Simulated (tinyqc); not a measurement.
# Ballistic Schottky-barrier transistor with a one-dimensional channel, WKB contacts, step by step

Program tinyqc, `OMP_NUM_THREADS=1 python tinyqc.py 2390018 2390019 out.jsonl`; Intel Xeon 2.30GHz, shared host, one thread, about 0.04 s. Printed values are rounded.

Source Fermi level 0, drain Fermi level -Vd. Far from the contacts Ec = pn - psi, and the gate moves psi one to one; the band edges relax as exp(-x/lam) from pn at the source and pn - Vd at the drain; Ev = Ec - Eg. A carrier of energy w inside the channel band meets at a contact a barrier of height D (the contact edge beyond the channel edge): T = 1 for w >= D, else exp(-S), S = 4 lam sqrt(m/C) [sqrt(D - w) - sqrt(w) arctan sqrt((D - w)/w)], C = hbar^2/(2 m0). The two contacts combine as Ts Td/(Ts + Td - Ts Td).

Inputs (values chosen for the exercise); channel values close to those of a silicon nanowire with silicide contacts: temperature T = 250 K; band gap Eg = 1.12 eV; barrier for electrons at both contacts pn = 0.87 eV; electron mass mn = 0.2 m0; hole mass mp = 0.26 m0; valleys or subbands g = 2; screening length at the contacts lam = 4.6 nm; drain bias Vd = 0.1 V; band shift psi of the channel by the gate ps = 0.78 V; energy of one carrier inside the channel band w0 = 0.43 eV; upper end of the grid wm = 0.93 eV; points of the grid nE = 17.

Constants: q = 1.602176634e-19 C, kB = 1.380649e-23 J/K, hbar = 1.054571817e-34 J s, h = 6.62607015e-34 J s, m0 = 9.1093837015e-31 kg, Vt = kB T/q, hbar^2/(2 m0) = 0.0380998212 eV nm^2. Results are converted to the units shown.

Range of the model: No scattering, image-force lowering, channel charge or band-to-band tunnelling; parabolic kappa overstates S deep in the gap.

## Band edges and barriers

Electrons: Ds = psi, Dd = psi - Vd, Es = Ec, Ed = Ec + Vd. Holes: Ds = -psi, Dd = Vd - psi, Es = -Ev, Ed = -Ev - Vd. The size of each current is taken; both flow from drain to source and add.

Ec = 0.09 eV
Ev = -1.03 eV
D for electrons (eV): source 0.780000, drain 0.680000
D for holes (eV): source -0.780000, drain -0.680000

A negative D is no barrier. Here the electrons carry the larger current.

## Transmission of one of the electrons

S and T at both contacts for w = w0, and the tunnelling distance lam ln(D/w) at the higher barrier.

S at the source = 4.64888
S at the drain = 3.06974
combined T = 0.00799970
tunnelling distance = 2.73934 nm

## Current of the electrons on a coarse grid

I = g (2 q^2/h) int T(w) [f(Es + w) - f(Ed + w)] dw, f(y) = 1/(1 + exp(y/Vt)). Electrons: Ds = psi, Dd = psi - Vd, Es = Ec, Ed = Ec + Vd. Holes: Ds = -psi, Dd = Vd - psi, Es = -Ev, Ed = -Ev - Vd. The size of each current is taken; both flow from drain to source and add. Simpson's rule on nE equally spaced w from 0 to wm.

| point | w (eV) | Ts | Td | T | size of the supply difference |
|---|---|---|---|---|---|
| 0 | 0.000000 | 6.76492e-17 | 7.98589e-16 | 6.23661e-17 | 0.0149554 |
| 1 | 0.058125 | 1.43724e-10 | 1.53432e-9 | 1.31414e-10 | 0.00102158 |
| 2 | 0.116250 | 2.60121e-8 | 2.50005e-7 | 2.35607e-8 | 6.88566e-5 |
| 3 | 0.174375 | 9.90693e-7 | 8.52847e-6 | 8.87589e-7 | 4.63688e-6 |
| 4 | 0.232500 | 1.66504e-5 | 1.27621e-4 | 1.47290e-5 | 3.12233e-7 |
| 5 | 0.290625 | 1.64294e-4 | 0.00111332 | 1.43187e-4 | 2.10247e-8 |
| 6 | 0.348750 | 0.00110033 | 0.00653598 | 9.42666e-4 | 1.41574e-9 |
| 7 | 0.406875 | 0.00544357 | 0.0280449 | 0.00457959 | 9.53309e-11 |
| 8 | 0.465000 | 0.0209833 | 0.0924838 | 0.0174005 | 6.41927e-12 |
| 9 | 0.523125 | 0.0652509 | 0.241467 | 0.0541512 | 4.32252e-13 |
| 10 | 0.581250 | 0.167353 | 0.505627 | 0.143820 | 2.91064e-14 |
| 11 | 0.639375 | 0.358221 | 0.840802 | 0.335467 | 1.95993e-15 |
| 12 | 0.697500 | 0.640090 | 1 | 0.640090 | 1.31975e-16 |
| 13 | 0.755625 | 0.932923 | 1 | 0.932923 | 8.88676e-18 |
| 14 | 0.813750 | 1 | 1 | 1 | 5.98404e-19 |
| 15 | 0.871875 | 1 | 1 | 1 | 4.02946e-20 |
| 16 | 0.930000 | 1 | 1 | 1 | 2.71330e-21 |

current = 1.38793e-10 uA

A converged quadrature gives 1.386e-10 uA; this grid is 0.11 % above that. Under 0.001 % of it passes over both barriers, the rest tunnels. The other carrier adds 5.91e-19 uA.
